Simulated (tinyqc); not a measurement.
# Undoped symmetric double-gate MOSFET, analytic potential model, step by step

Program tinyqc, `OMP_NUM_THREADS=1 python tinyqc.py 2440035 2440036 out.jsonl`; Intel Xeon 2.30GHz, shared host, one thread, about 0.01 s. Printed values are rounded.

An undoped body of thickness ts between two equal insulators and tied gates; long channel, electrons only, n = ni exp((psi - V)/Vt) with V the quasi-Fermi potential (0 at the source, Vd at the drain), constant mobility, no quantisation. Across the body psi(x) = V - 2 Vt ln[(ts/(2 beta)) sqrt(q ni/(2 eps0 eps_r Vt)) cos(2 beta x/ts)], x from the centre. Q is the electron charge per area of the whole body.

Parameters, values chosen for the exercise; material values close to those of silicon: temperature T = 273 K; band gap Eg = 1.14 eV; relative permittivity of the semiconductor eps_r = 11.8; conduction-band density of states at T Nc = 2.46e19 cm^-3; valence-band density of states at T Nv = 2.34e19 cm^-3; relative permittivity of the gate insulator eox = 8.81; insulator thickness tox = 4.5 nm; body thickness ts = 10 nm; gate work function less that of the intrinsic body dphi = -0.12 V; channel mobility mu = 690 cm^2/(V s); gate length L = 0.1 um; gate voltage Vg = 0.81 V; drain voltage Vd = 1 V.

Constants: q = 1.602176634e-19 C, kB = 1.380649e-23 J/K, Vt = kB T/q, eps0 = 8.8541878128e-14 F/cm where lengths are in cm. Results are converted to the units shown.

Range of the model: The surface density at the source passes 0.3 Nc, where Boltzmann statistics fail. mu V/L, with V the smaller of Vd and Vg - V0, passes 3e6 cm/s, so velocity saturation, left out here, would lower the current.

## Constants of the body

ni = sqrt(Nc Nv) exp(-Eg/(2 Vt)), Eg in volts; r = eps_r tox/(eox ts); V0 = dphi + 2 Vt ln[(2/ts) sqrt(2 eps0 eps_r Vt/(q ni))].

ni = 7.202142e8 cm^-3
r = 0.6027242
V0 = 0.3800607 V

## Iteration 1: beta at the source by Newton steps in z = ln(tan beta)

z at the start = 2

With V = 0, t = exp(z), beta = arctan(t): f = ln(beta) + (1/2) ln(1 + t^2) + 2 r beta t - (Vg - V0)/(2 Vt); with c = t/(1 + t^2), df/dz = c/beta + t c + 2 r t (c + beta); z(new) = z - f/(df/dz).

beta = 1.436278
f = 6.026443
df/dz = 15.05142
z after iteration 1 = 1.599610

## Iteration 2: beta at the source by Newton steps in z = ln(tan beta)

As before.

beta = 1.371502
f = 0.9832396
df/dz = 10.44603
z after iteration 2 = 1.505484

## Course of the iteration: beta at the source by Newton steps in z = ln(tan beta)

Stop when z changes by less than 1e-11, or after 60 iterations.

Course of the iteration:
```
iteration         z  |change|
1          1.599610     0.400
2          1.505484    0.0941
3          1.501299   4.19e-3
4          1.501291   7.79e-6
5          1.501291  2.70e-11
6          1.501291         0
```

Converged in 6 iterations. At the end the number of correct digits about doubles with each step.

## Charges and drain current

beta_s = 1.351537
beta_d = 5.471829e-6

beta (between 0 and pi/2) solves (Vg - V0 - V)/(2 Vt) = ln(beta) - ln(cos beta) + 2 r beta tan(beta). Q = 8 eps0 eps_r Vt beta tan(beta)/ts; I = mu (1/L)(4 eps0 eps_r/ts)(2 Vt)^2 [g(beta_s) - g(beta_d)] per width, g = beta tan(beta) - beta^2/2 + r beta^2 tan^2(beta), with beta_s at V = 0 and beta_d at V = Vd.

Qs = 1192.577 nC/cm^2
Qd = 5.887369e-9 nC/cm^2
g(beta_s) = 27.32234
g(beta_d) = 1.497046e-11
I = 1744.170 uA/um

The term r beta^2 tan^2(beta), which gives the square law, makes up 81.1 % of g at the source.

## Potential and electron density across the body at the source

x/ts, point 0 to 6: 0  0.1  0.2  0.3  0.4  0.45  0.5

psi(x) as above with V = 0 and beta = beta_s; n = ni exp(psi/Vt).

```
point    psi (V)    n (cm^-3)
0      0.5142344  2.241824e18
1      0.5159746  2.413947e18
2      0.5214736  3.049594e18
3      0.5317730  4.724728e18
4      0.5497343  1.013807e19
5      0.5640287  1.861408e19
6      0.5860112  4.738646e19
```

The density at the surface is 21.1 times that at the centre (1/cos^2 beta). It reaches 1.9 Nc, where Boltzmann statistics overestimate it.
